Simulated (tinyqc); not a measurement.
Small-signal admittance of a forward-biased p+-n diode: one step of the calculation.

Holes injected into a neutral base of width wb with an ohmic contact at its end; low injection, p0 far above the equilibrium density. A small voltage v exp(i w t), w = 2 pi f, modulates the edge density by p0 v/Vt, and the small-signal density obeys Dp d2p/dx2 = (1/tau + i w) p.

Question. Closed-form admittance. L = sqrt(Dp tau); direct current J = (q Dp p0/L) coth(wb/L); k = sqrt(1 + i w tau)/L; diffusion admittance Y = (q Dp p0/Vt) k coth(k wb) = G + i w C_diff; junction capacitance C_j = sqrt(q eps0 eps_r Nd/(2 Vr)) in the depletion approximation, with the remaining barrier Vr = Vt ln(Na/p0), a rough value under forward bias; base-width modulation is left out.

Parameters, values chosen for the exercise; permittivity close to that of gallium arsenide: temperature T = 350 K; relative permittivity eps_r = 12.9; donor density of the base Nd = 2.2e15 cm^-3; hole diffusion coefficient Dp = 8 cm^2/s; hole lifetime tau = 8e-8 s; width of the neutral base wb = 3.4 um; excess hole density at the junction edge p0 = 3.3e12 cm^-3; acceptor density of the p+ side Na = 2e19 cm^-3; signal frequency f = 1.7e6 Hz.

Constants: q = 1.602176634e-19 C, kB = 1.380649e-23 J/K, Vt = kB T/q, eps0 = 8.8541878128e-14 F/cm where lengths are in cm. Results are converted to the units shown.

Wanted: L; J; k wb; Y; C_diff; C_j.

Answer.

L = 8.000 um
J = 0.01318 A/cm^2
k wb = 0.4573+0.1688i
Y = 0.4372+0.0207i S/cm^2
C_diff = 0.001940 uF/cm^2
C_j = 0.02067 uF/cm^2

G is 1.00 times its low-frequency value J/Vt, and C_diff is 0.0938 times C_j.

Computed by the program tinyqc: `OMP_NUM_THREADS=1 python tinyqc.py 2890178 2890179 out.jsonl`, one thread of a shared Intel Xeon 2.30GHz, about 0.01 s for the whole run.
